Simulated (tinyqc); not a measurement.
Avalanche multiplication and breakdown of a junction from ionisation integrals: one step, computed by the program tinyqc.

Ionisation coefficients follow the local field. Position x runs through the depletion layer from the p side (x = 0), where electrons enter, to the n side (x = w), where holes enter. The built-in voltage is neglected.

Question. Multiplication and noise. M_n = 1/(1 - I_n), M_p = M_n exp(-Phi(w)); McIntyre excess noise for the carrier with the larger M, F_x = k M + (1 - k)(2 - 1/M), with k = (smaller M - 1)/(larger M - 1).

Junction: one-sided abrupt p+n.

Every 50th point:
```
x (micrometre)  F (MV/cm)  alpha_n (1/cm)  alpha_p (1/cm)         Phi  I_n up to x
0.000000        0.1905862    3.366811e+03    1.386522e+04   0.0000000   0.00000000
0.266645        0.1667629    1.014767e+03    5.432637e+03  -0.1912750   0.05884445
0.533289        0.1429397    2.050672e+02    1.557600e+03  -0.2625562   0.07642571
0.799934        0.1191164    2.185940e+01    2.709439e+02  -0.2808587   0.07947097
1.066578        0.0952931    7.607661e-01    1.965688e+01  -0.2834578   0.07971757
1.333223        0.0714698    2.822319e-03    2.480693e-01  -0.2835923   0.07972332
1.599867        0.0476466    3.884329e-08    3.950847e-05  -0.2835933   0.07972334
1.866512        0.0238233    1.012618e-22    1.596032e-16  -0.2835933   0.07972334
2.133157        0.0000000               0               0  -0.2835933   0.07972334
```

Give: M_n; M_p; effective k; excess noise factor.

Answer.

M_n = 1.087

M_p = 1.443

effective k = 0.1956

excess noise factor = 1.334

Injecting holes gives the larger gain and, at equal gain, the lower noise.
